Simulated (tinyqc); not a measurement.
What each parameter does: Kronig-Penney superlattice by transfer matrices.

Wells (width a, potential 0, mass mw) alternate with barriers (width b, height V0, mass mb); period d = a + b; c = hbar^2/2m0. The vector (psi, psi'/m) is continuous, and a layer of thickness t carries it by M = [[cos kt, (m/k) sin kt], [-(k/m) sin kt, cos kt]] with k = sqrt(m (E - V)/c); for E < V, k = i kappa gives [[cosh, (m/kappa) sinh], [(kappa/m) sinh, cosh]] of kappa t. A Bloch state obeys cos(q d) = tr(Mb Mw)/2.

Constants: hbar^2/2m0 = 3.80998211 eV angstrom^2.

Parameters, chosen for this exercise (near those of a GaAs superlattice with barriers of AlGaAs; shifted at random, so the results belong to these values and not to a real crystal):
- a = 100 angstrom (well width)
- b = 29 angstrom (barrier width)
- V0 = 0.138 eV (barrier height)
- mw = 0.0676 m0 (mass in the wells)
- mb = 0.0811 m0 (mass in the barriers)

Bottom and width of the first miniband, the gap above it, and m_z = -2 c f'/d^2 with f = tr M/2.

Results for these values:

| case | bottom (eV) | width (meV) | gap (meV) | m_z (m0) |
|---|---|---|---|---|
| base | 0.0200 | 13.4 | 48.5 | 0.0960 |

What happens to each result for b = 25 angstrom, all else kept?

Answer: bottom falls from 0.0200 to 0.0187; width rises from 13.4 to 16.3; gap falls from 48.5 to 44.9; m_z falls from 0.0960 to 0.0887.

The same for each parameter in turn:

| case | bottom (eV) | width (meV) | gap (meV) | m_z (m0) |
|---|---|---|---|---|
| base | 0.0200 | 13.4 | 48.5 | 0.0960 |
| a = 90 angstrom | 0.0227 | 16.6 | 53.9 | 0.0930 |
| b = 25 angstrom | 0.0187 | 16.3 | 44.9 | 0.0887 |
| V0 = 0.159 eV | 0.0218 | 12.0 | 53.7 | 0.1031 |
| mw = 0.0608 m0 | 0.0206 | 14.8 | 51.2 | 0.0876 |
| mb = 0.0933 m0 | 0.0198 | 12.0 | 50.0 | 0.1045 |

tinyqc: `OMP_NUM_THREADS=1 python tinyqc.py 1281361 1281362 out.jsonl`; about 0.04 s, one thread, shared Intel(R) Xeon(R) Processor @ 2.30GHz.
